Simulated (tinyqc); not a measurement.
Off-state leakage of single and stacked transistors: leakage components against the temperature.

n-channel devices of unit width. Subthreshold current I(Vg, Vs, Vd) = I0 (T/300 K)^0.5 exp[(Vg - Vs - VT(T) - gb (Vs - Vb) + dd (Vd - Vs))/(nf Vt)] (1 - exp(-(Vd - Vs)/Vt)), VT(T) = VT - cT (T - 300 K). Gate-edge tunnelling Ig (Vd/1 V) exp(ag (Vd - 1 V)), for a gate at 0 V, and band-to-band leakage Ab u exp(-Bb/u), u = Vd - Vb + 1 V, flow at a drain held at V; both are taken as independent of T. In a stack of off transistors (all gates at 0 V) the same subthreshold current passes through each.

One transistor with Vg = Vs = 0, Vd = V; stack factor I(one)/I(two in series).

Inputs (values chosen for the exercise); values of the order met in bulk silicon logic transistors: supply voltage V = 0.9 V; threshold at 300 K, zero drain and body bias VT = 0.39 V; fall of the threshold with temperature cT = 0.9 mV/K; current at threshold at 300 K I0 = 0.83 uA/um; slope factor nf = 1.53; drain-induced lowering per volt dd = 0.08; rise of the threshold per volt of source-body bias gb = 0.25; gate-edge tunnelling current at 1 V Ig = 0.0001 uA/um; exponential slope of the gate current ag = 5.7 1/V; prefactor of band-to-band leakage at the drain Ab = 60 uA/(um V); its exponential voltage Bb = 26 V; body voltage Vb = 0 V.

Constants: q = 1.602176634e-19 C, kB = 1.380649e-23 J/K, Vt = kB T/q. Results are converted to the units shown.

The same in every row: gate edge (nA/um) = 0.050897; band-to-band (nA/um) = 0.13000.

Results:
```
T (K)  subthreshold (nA/um)  total (nA/um)  stack factor  largest part
250                0.012492        0.19338        8.5344  band-to-band
275                0.066320        0.24721        7.2116  band-to-band
300                 0.26759        0.44848        6.2860  subthreshold
325                 0.87393         1.0548        5.6099  subthreshold
350                  2.4169         2.5978        5.0986  subthreshold
400                  12.705         12.886        4.3842  subthreshold
425                  25.234         25.414        4.1270  subthreshold
```

Estimate the missing row, T = 375 K.

Computed row:
```
T (K)  subthreshold (nA/um)  total (nA/um)  stack factor  largest part
375                  5.8500         6.0309        4.7009  subthreshold
```

With this row back in the table: As T goes from 250 to 425, the total leakage rises from 0.193 to 25.4 nA/um. The band-to-band part leads at T = 250, the subthreshold part from 300 on. The subthreshold part doubles every 25.3 K between the last two rows. The reduction by a stack of two falls from 8.53 to 4.13, for the subthreshold part alone.

tinyqc, about 0.03 s, one thread, Intel Xeon 2.30GHz (shared host): `OMP_NUM_THREADS=1 python tinyqc.py 2242210 2242211 out.jsonl`
